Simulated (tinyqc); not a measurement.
Five-level k.p model folded onto the conduction band: sweeps and comparisons. A value that a table varies takes the place of the one given here.

For k along z and one spin sector the level c couples to four states. With c0 = hbar^2/2m0, P = sqrt(Ep c0), P2 = sqrt(Ep2 c0): diagonal Eg + (1 + Cm) c0 k^2 for c, and 0, -Dso, E7 + D2, E7 for lh, so, G8 up, G7 up (their own dispersion is left out); couplings of c: sqrt(2/3) P k to lh, sqrt(1/3) P k to so, sqrt(2/3) P2 k to G8 up, sqrt(1/3) P2 k to G7 up (phases chosen real).

Expanding E = H_cc + S(E) about Eg in powers of k^2, with s_n = sum_j H_cj^2/(Eg - H_jj)^n: order k^2: e2 = (1 + Cm) c0 k^2 + s1; order k^4: e4 = -s2 e2; order k^6: e6 = s3 e2^2 + s2^2 e2.

Second-order sums for the lowest conduction level at E: 1/m = 1 + Cm + (Ep/3)(2/E + 1/(E + Dso)) - (Ep2/3)(2/(E7 + D2 - E) + 1/(E7 - E)); g/2 = 1 + Cg - (Ep/3)(1/E - 1/(E + Dso)) - (Ep2/3)(1/(E7 - E) - 1/(E7 + D2 - E)). E is counted from the top of the valence band; E = Eg at the edge.

Constants: hbar^2/2m0 = 3.80998211 eV angstrom^2.

Parameters, chosen for this exercise (near those of GaSb; the results hold for these values, not for the real material):
- Eg = 0.788 eV (gap at Gamma to the s-like level)
- Dso = 0.743 eV (spin-orbit splitting)
- Ep = 27.5 eV (Kane energy)
- E7 = 3.24 eV (upper Gamma7 conduction level, from the valence top)
- D2 = 0.36 eV (its spin-orbit splitting, Gamma8 above Gamma7)
- Ep2 = 5.6 eV (Kane energy to the upper levels)
- Cm = -2.7 (remote term in 1/m)
- Cg = -0.02 (remote term in g/2)

## How far the series holds

Energies from Eg; Pk/Eg measures the coupling.

Levels (eV):
```
k (1/angstrom)  Pk/Eg  to k^2   to k^4  to k^6   exact
0.0115          0.149  0.0128   0.0126  0.0126  0.0126
0.0264          0.343  0.0676   0.0615  0.0625  0.0623
0.0412          0.535  0.1647   0.1282  0.1433  0.1383
0.0561          0.729  0.3053   0.1801  0.2759  0.2304
0.0709          0.921  0.4877   0.1681  0.5585  0.3301
0.0858          1.115  0.7142   0.0288  1.2550  0.4340
0.1006          1.307  0.9819  -0.3136  2.8724  0.5377
0.1155          1.500  1.2942  -0.9567  6.3404  0.6406
```

What does this show, and why?

Within 2 % of the exact level stay: the k^2 term up to Pk/Eg = 0.15, the sum to k^4 up to Pk/Eg = 0.34, the sum to k^6 up to Pk/Eg = 0.34. In the last row the errors are +654, -1597 and +5700 meV: higher orders make it worse, since the series in k^2 converges only for Pk below about Eg/2 in the two-level limit E = Eg/2 + sqrt(Eg^2/4 + P^2 k^2).

## Mass and g factor above the band edge

The sums are evaluated at E = Eg + dE, as is done for confined or hot electrons.

Results:
```
dE (meV)    m(E)    g(E)  m(E)/m(Eg)  1 + dE/Eg
0         0.0393  -9.526      1.0000     1.0000
19        0.0403  -9.128      1.0256     1.0241
47        0.0418  -8.580      1.0637     1.0596
95        0.0444  -7.737      1.1300     1.1206
142       0.0470  -7.013      1.1963     1.1802
189       0.0496  -6.372      1.2640     1.2398
284       0.0552  -5.286      1.4057     1.3604
```

What can be read from the table?

Over 284 meV the mass grows by 40.6 %, against 36.0 % for two levels alone, and g moves from -9.526 to -5.286, towards the free value 2.

## Six materials (three-level Kane formulas for mass and g factor)

1/m = 1 + (Ep/3)(2/Eg + 1/(Eg + Dso)), g = 2 - (2 Ep/3)(1/Eg - 1/(Eg + Dso)). The inputs are values chosen for the exercise.

Results:
```
case         Eg (eV)  Dso (eV)  Ep (eV)  m (m0)       g   Eg/Ep
A near GaSb    0.799     0.773     27.4  0.0337  -9.242  0.0292
B near CdTe    1.631     0.900     19.1  0.0883  -0.776  0.0854
C near GaAs    1.523     0.334     25.4  0.0600   0.000  0.0600
D near GaP     2.916     0.080     31.0  0.0867   1.811  0.0941
E near InP     1.396     0.109     20.6  0.0649   1.288  0.0678
F near ZnSe    2.834     0.404     23.8  0.1105   1.301  0.1191
```

How do the results move?

The mass follows the gap: m/(Eg/Ep) lies between 0.92 and 1.16, while m itself spans a factor of 3.3. The order by mass differs from the order by gap. g is negative for A and B; it needs Ep Dso > 3 Eg (Eg + Dso). Where g is small, two larger terms cancel: 5 % in Ep moves g by (2 - g)/20, and the levels left out move it by tenths. Remote bands, left out here, make real masses heavier, by up to a half in the wider-gap crystals. All rows are for the Gamma valley, which is not the lowest one in GaP and Ge.

## What each parameter does

Mass and g at E = Eg. Each row changes one parameter from the base and keeps the others.

Results:
```
case             m (m0)         g
base            0.03927   -9.5258
Eg = 0.709 eV   0.03516  -11.4554
Dso = 0.669 eV  0.03881   -8.9176
Ep = 30.25 eV   0.03522  -10.6549
E7 = 3.564 eV   0.03893   -9.4853
D2 = 0.324 eV   0.03930   -9.5086
Ep2 = 5.04 eV   0.03895   -9.5063
```

What does this show?

The largest shifts from the base row, up to three for each result and ties (the steps differ in size, so this ranks the rows, not the parameters). m (m0): Eg -0.00411, Ep -0.00405, Dso -0.00046. g: Eg -1.9296, Ep -1.1291, Dso +0.6082.

tinyqc: `OMP_NUM_THREADS=1 python tinyqc.py 1080426 1080427 out.jsonl`; about 0.01 s, one thread, shared Intel(R) Xeon(R) Processor @ 2.30GHz.
